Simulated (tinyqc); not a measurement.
What moves the carrier density: donors with valley-orbit split 1s states.

Each donor binds at most one electron, in any of its states. For a site s, W_s = sum over its states of g exp(E/kT), and the ionised share is 1/(1 + W_s exp(eta)), eta = (EF - Ec)/kT; n = Nc F_1/2(eta); neutrality n + NA = ND x (mean ionised share); holes are neglected. Nc from N = 2 (m kB T/(4 pi c))^(3/2) with c = hbar^2/2m0, in 1/angstrom^3; times 1e24 for 1/cm^3, m = md. F_j(eta) = (1/Gamma(j + 1)) integral_0^infinity x^j dx/(1 + exp(x - eta)), which tends to exp(eta) for eta << 0.

Mobility (Caughey-Thomas form): mu = mu0 + (mu1 (T/300)^(-ga) - mu0)/(1 + ((ND + NA)/Nr)^de); rho = 1/(e n mu), e = 1.602176634e-19 C.

Constants: hbar^2/2m0 = 3.80998211 eV angstrom^2; kB = 8.617333262e-05 eV/K.

Values chosen for the exercise (near those of As in Si; the results hold for these values, not for the real material): md = 1.043 m0 (density-of-states mass of the conduction band); E = (54.8, 34.7, 32.1) meV (binding energies of 1s(A1), 1s(T2), 1s(E)); g = (2, 6, 4) (their degeneracies with spin); ND = 1.4e+16 1/cm^3 (donors); NA = 1.7e+15 1/cm^3 (compensating acceptors, all ionised); T = 250 K; mu0 = 66 cm^2/(V s) (mobility at heavy doping); mu1 = 1382 cm^2/(V s) (mobility at light doping and 300 K); Nr = 1.1e+17 1/cm^3 (reference doping); de = 0.72 (doping exponent); ga = 2.3 (temperature exponent).

All results formed anew.

One parameter was then changed.

Results before and after:

| case | eta | n (1/cm^3) | rho (ohm cm) |
|---|---|---|---|
| base | -7.458 | 1.173e+16 | 0.3130 |
| changed | -7.613 | 1.190e+16 | 0.3996 |

Which of these changes was made? (a) ND = 2.8e+16 1/cm^3; (b) md = 1.147 m0; (c) E = (59.8, 34.7, 32.1) meV; (d) NA = 3.1e+15 1/cm^3; (e) Nr = 2.2e+17 1/cm^3; (f) T = 280 K.

Answer: (f) T = 280 K. Of the candidates, run in turn, only this one gives the changed row.

All candidates:

| case | eta | n (1/cm^3) | rho (ohm cm) |
|---|---|---|---|
| base | -7.458 | 1.173e+16 | 0.3130 |
| E = (59.8, 34.7, 32.1) meV | -7.462 | 1.169e+16 | 0.3142 |
| md = 1.147 m0 | -7.594 | 1.180e+16 | 0.3111 |
| ND = 2.8e+16 1/cm^3 | -6.739 | 2.407e+16 | 0.1694 |
| NA = 3.1e+15 1/cm^3 | -7.579 | 1.039e+16 | 0.3575 |
| T = 280 K | -7.613 | 1.190e+16 | 0.3996 |
| Nr = 2.2e+17 1/cm^3 | -7.458 | 1.173e+16 | 0.2896 |

Run: tinyqc, `OMP_NUM_THREADS=1 python tinyqc.py 1681271 1681272 out.jsonl`; Intel(R) Xeon(R) Processor @ 2.30GHz, one thread, shared host; about 0.01 s of CPU time with all checks.
